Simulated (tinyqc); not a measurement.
Comparisons within one model: band gaps under pressure and temperature from deformation potentials. A value that a table varies takes the place of the one given here.

Murnaghan: V/V0 = (1 + Bp P/B0)^(-1/Bp), B0 = (C11 + 2 C12)/3. Each gap moves by a ln(V/V0) with its volume potential a, and falls with temperature by aV T^2/(T + bV) (Varshni); the two effects are added. No change of phase is considered.

Constants: hc = 1239.841984 eV nm.

Inputs chosen for the exercise (near those of Si, the X and L potentials typical of such crystals; shifted at random, so the results belong to these values and not to a real crystal): Eg = 4.246 eV (gap at Gamma to the s-like level at 0 K, 0 GPa); EgX = 1.175 eV (gap to X at 0 K, 0 GPa); EgL = 2.083 eV (gap to L at 0 K, 0 GPa); C11 = 166.4 GPa; C12 = 64.9 GPa; Bp = 4.9 (pressure derivative of the bulk modulus); aG = -12.63 eV (volume potential of the Gamma gap); aX = 2.01 eV (volume potential of the X gap); aL = -4.16 eV (volume potential of the L gap); aV = (0.401, 0.496, 0.432) meV/K (Varshni alpha of Gamma, X, L); bV = (134, 681, 289) K (Varshni beta of Gamma, X, L); T = 400 K (temperature); P = 2.2 GPa (pressure).

## Gaps against pressure

The last column is the linear form E0 + c1 P for Gamma, c1 = -aG/B0.

Gaps (eV):
```
P (GPa)  ln(V/V0)  Gamma      X      L  lowest  Gamma, linear
0.00       0.0000  4.126  1.102  1.983       X          4.126
1.50      -0.0147  4.311  1.072  2.044       X          4.318
3.00      -0.0283  4.484  1.045  2.101       X          4.510
4.50      -0.0411  4.645  1.019  2.154       X          4.701
6.00      -0.0532  4.798  0.995  2.204       X          4.893
7.50      -0.0646  4.941  0.972  2.251       X          5.085
9.00      -0.0754  5.078  0.950  2.296       X          5.277
10.50     -0.0856  5.207  0.930  2.339       X          5.469
12.00     -0.0953  5.330  0.910  2.379       X          5.661
```

How do the results move?

Over 12 GPa Gamma moves by +1.204, L by +0.397 and X by -0.192 eV. X stays lowest. The linear form overshoots by 331 meV at the end, because the crystal stiffens; the gap is linear in ln V, not in P.

## Gaps against temperature

At the pressure P; wavelength hc/E of the lowest gap.

Gaps (eV):
```
T (K)   Gamma       X       L  lowest  wavelength (nm)
0      4.5131  1.1325  2.1710       X           1094.8
50     4.5076  1.1308  2.1678       X           1096.4
100    4.4960  1.1261  2.1599       X           1101.0
200    4.4651  1.1100  2.1356       X           1117.0
300    4.4299  1.0870  2.1050       X           1140.6
400    4.3929  1.0591  2.0707       X           1170.7
500    4.3550  1.0275  2.0341       X           1206.7
600    4.3164  0.9931  1.9960       X           1248.5
```

How do the results move?

From 0 to 100 K the Gamma gap falls by 17.1 meV, from 500 to 600 K by 38.6 meV: quadratic below bV, linear with a slope tending to aV = 0.401 meV/K above. X stays lowest. A pressure of 0.65 GPa, with the slope -aG/B0 at zero pressure, would undo the fall of the Gamma gap from 0 to 300 K.

## What each parameter does

Gaps at P and T. Each row changes one parameter from the base and keeps the others.

Results:
```
case              Gamma (eV)  X (eV)  L (eV)
base                  4.3929  1.0591  2.0707
T = 450 K             4.3740  1.0437  2.0526
C11 = 183.04 GPa      4.3794  1.0612  2.0662
C12 = 71.39 GPa       4.3823  1.0608  2.0671
Bp = 4.41             4.3943  1.0589  2.0711
aG = -13.893 eV       4.4197  1.0591  2.0707
aX = 2.211 eV         4.3929  1.0548  2.0707
aL = -4.576 eV        4.3929  1.0591  2.0795
P = 2.42 GPa          4.4182  1.0551  2.0790
```

What can be read from the table?

The largest shifts from the base row, up to three for each result and ties (the steps differ in size, so this ranks the rows, not the parameters). Gamma (eV): aG +0.0267, P +0.0252, T -0.0189; unchanged at the printed digits by aX and aL. X (eV): T -0.0154, aX -0.0043, P -0.0040; unchanged at the printed digits by aG and aL. L (eV): T -0.0181, aL +0.0088, P +0.0083; unchanged at the printed digits by aG and aX.

(tinyqc, `OMP_NUM_THREADS=1 python tinyqc.py 1050985 1050986 out.jsonl`, Intel(R) Xeon(R) Processor @ 2.30GHz, 1 thread, shared host, about 0.01 s.)
